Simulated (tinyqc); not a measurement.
## Ten-year voltage from two stress tests

Question. Lifetimes follow tau = t0 exp(B/Vd). Ten years are 3.15576e8 s. Find B, t0 and the drain voltage for ten years.

lifetimes at Vd = 1.8 and 2.1 V (s): 7.6e5  31.8713865

Answer. ln(tau) is linear in 1/Vd.

B = 127 V
t0 = 1.73e-25 s
ten-year voltage = 1.66 V

Numbers from tinyqc (`OMP_NUM_THREADS=1 python tinyqc.py 2550114 2550115 out.jsonl`; about 0.01 s on one thread of a shared Intel Xeon 2.30GHz).
